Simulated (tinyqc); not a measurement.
# Worked calculation: free and trapped electrons in a MOS channel with a dense trap tail

Program tinyqc, `OMP_NUM_THREADS=1 python tinyqc.py 2222155 2222156 out.jsonl`; Intel Xeon 2.30GHz, shared host, one thread, about 0.02 s. Printed values are rounded.

p-type body, charge-sheet picture, full ionisation (an idealisation for deep acceptors), Boltzmann statistics for free electrons. e = Ec - EF at the surface. Acceptor-like traps of density D(E) = D0 + De exp(-E/Ew) at depth E below Ec, from 0 to Eu, hold n_t = integral of D(E)/(1 + exp((e - E)/Vt)). psi = Eg - Vt ln(Nv/Na) - e; N_dep = sqrt(2 eps0 eps_r Na (psi - Vt)/q); n_f = sqrt(N_dep^2 + 2 eps0 eps_r Vt Nc exp(-e/Vt)/q) - N_dep; Vg = Vfb + psi + q (N_dep + n_t + n_f)/Cox, Cox = eps0 eox/tox.

Parameters, values chosen for the exercise; band and dielectric values close to those of 4H silicon carbide: temperature T = 400 K; band gap Eg = 3.21 eV; relative permittivity eps_r = 9.88; conduction-band density of states at T Nc = 2.62e19 cm^-3; valence-band density of states at T Nv = 3.82e19 cm^-3; relative permittivity of the insulator eox = 3.9; insulator thickness tox = 46 nm; acceptor density Na = 1.2e17 cm^-3; flat-band voltage without trapped charge Vfb = -2.66 V; constant background density of acceptor-like traps D0 = 5.1e10 cm^-2 eV^-1; density of the tail at the conduction edge De = 2.1e13 cm^-2 eV^-1; decay energy of the tail Ew = 0.11 eV; depth below Ec down to which the traps reach Eu = 0.67 eV; mobility of free electrons mf = 76 cm^2/(V s); Ec - EF at the surface e = 0.161 eV.

Constants: q = 1.602176634e-19 C, kB = 1.380649e-23 J/K, Vt = kB T/q, eps0 = 8.8541878128e-14 F/cm where lengths are in cm. Results are converted to the units shown.

## Trapped charge

Trapezoid rule on 12 equal steps from 0 to Eu, f = 1/(1 + exp((e - E)/Vt)).

```
point	E (eV)	D(E) f (cm^-2 eV^-1)
0	0	1.95305e11
1	0.0558333	5.73342e11
2	0.111667	1.47773e12
3	0.1675	2.53342e12
4	0.223333	2.41272e12
5	0.279167	1.65695e12
6	0.335	1.04337e12
7	0.390833	6.51564e11
8	0.446667	4.12906e11
9	0.5025	2.68900e11
10	0.558333	1.82172e11
11	0.614167	1.29960e11
12	0.67	9.85303e10
```

n_t = 6.41522e11 cm^-2

With 1600 steps n_t = 6.426e11 cm^-2; the coarse value is 0.17 % below it.

## Charges and gate voltage

psi, N_dep, n_f and Vg as defined, with the n_t given; free share n_f/(n_f + n_t); apparent mobility mf n_f/(n_f + n_t); gate voltage spent on traps q n_t/Cox.

psi = 2.85035 V
N_dep = 1.92092e12 cm^-2
n_f = 2.38900e10 cm^-2
Vg = 5.71036 V
free share = 3.59026 %
apparent mobility = 2.72860 cm^2/(V s)
gate voltage spent on traps = 1.36920 V
